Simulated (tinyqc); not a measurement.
Comparisons within one model: linear model of a band gap against the share of exact exchange. A value that a table varies takes the place of the one given here.

E(alpha) = E0 + S alpha. A wider gap screens less, modelled in the Penn form eps(alpha) = 1 + (e0 - 1)(EP/(EP + S alpha))^2 with a scale EP chosen for the exercise. A dielectric-dependent hybrid takes alpha = 1/eps.

Inputs chosen for the exercise (of the order of those of AlN; the results hold for these values, not for the real material): E0 = 4.1 eV (gap of the semi-local functional); S = 7.41 eV (slope dE/d(alpha)); e0 = 4.92 (optical dielectric constant at alpha = 0); EP = 21.6 eV (energy scale of the screening); Et = 6.28 eV (target gap).

## Sweep of alpha

Also the exciton scale relative to alpha = 0, (m/m(0))(eps(0)/eps)^2, with a mass proportional to E + D, D = E0/2 + 0.3 eV, a k.p rule for direct gaps only.

Results:
```
alpha  E (eV)    eps  alpha eps  exciton scale
0.00    4.100  4.920      0.000           1.00
0.05    4.471  4.789      0.239           1.12
0.10    4.841  4.664      0.466           1.24
0.15    5.212  4.546      0.682           1.37
0.20    5.582  4.433      0.887           1.51
0.25    5.952  4.325      1.081           1.67
0.35    6.694  4.125      1.444           1.99
0.50    7.805  3.856      1.928           2.56
```

alpha eps reaches 1 between alpha = 0.2 and 0.25 (fixed point 0.229), and the target gap is met between 0.25 and 0.35. At the fixed point the gap is 5.80 eV, -0.48 eV from the target. From 0 to 0.25 the gap grows by 1.85 eV while eps falls by 12 %; the exciton scale, which takes both, grows by a factor of 1.67.

## What each parameter does

Fixed point alpha = 1/eps(alpha), gap and eps there. Each row changes one parameter from the base and keeps the others.

Results:
```
case            alpha  E (eV)    eps
base           0.2288   5.796  4.370
E0 = 3.69 eV   0.2288   5.386  4.370
S = 8.151 eV   0.2318   5.989  4.315
e0 = 4.428     0.2567   6.002  3.896
EP = 23.76 eV  0.2262   5.776  4.420
```

The largest shifts from the base row, up to three for each result and ties (the steps differ in size, so this ranks the rows, not the parameters). alpha: e0 +0.0279, S +0.0029, EP -0.0026; unchanged at the printed digits by E0. E (eV): E0 -0.410, e0 +0.207, S +0.193. eps: e0 -0.475, S -0.055, EP +0.050; unchanged at the printed digits by E0.

tinyqc: `OMP_NUM_THREADS=1 python tinyqc.py 1881033 1881034 out.jsonl`; about 0.01 s, one thread, shared Intel(R) Xeon(R) Processor @ 2.30GHz.
